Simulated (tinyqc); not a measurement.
Sneak paths and read margin.

Worst-case read of an N x N array without selectors, ideal wires, unselected lines floating and all unselected cells in the low state with resistance K Ron: the sneak path is Rsn = K Ron [2/(N - 1) + 1/(N - 1)^2], in parallel with the selected cell Rc. A sense resistor Ron to ground gives Vout = Vr Ron/(Ron + Rc Rsn/(Rc + Rsn)); margin = [Vout(Rc = Ron) - Vout(Rc = ra Ron)]/Vr.

Parameters, values chosen for the exercise:
- Ron = 20 kohm (resistance of the low state)
- ra = 1000 (ratio Roff/Ron)
- K = 100 (factor by which unselected cells are more resistive)
- Vr = 0.3 V (read voltage)

Sneak paths and read margin:

| N | Rsn (kohm) | Vout, low state (mV) | Vout, high state (mV) | margin (%) |
|---|---|---|---|---|
| 2 | 6000 | 150.2 | 1.294 | 49.65 |
| 3 | 2500 | 150.6 | 2.676 | 49.31 |
| 4 | 1556 | 151.0 | 4.100 | 48.95 |
| 8 | 612.2 | 152.4 | 9.771 | 47.55 |
| 16 | 275.6 | 155.3 | 20.56 | 44.90 |
| 32 | 131.1 | 160.6 | 39.93 | 40.23 |
| 64 | 64.00 | 170.3 | 71.61 | 32.89 |
| 128 | 31.62 | 186.0 | 116.3 | 23.23 |
| 256 | 15.72 | 208.3 | 168.0 | 13.43 |

What does the comparison show?

The margin falls from 49.7 to 13.4 %; a lone cell has 49.9 %. It stays above 10 % in all rows. Between the last two rows it goes as N^(-0.79).

Numbers from tinyqc (`OMP_NUM_THREADS=1 python tinyqc.py 2880140 2880141 out.jsonl`; about 0.01 s on one thread of a shared Intel Xeon 2.30GHz).
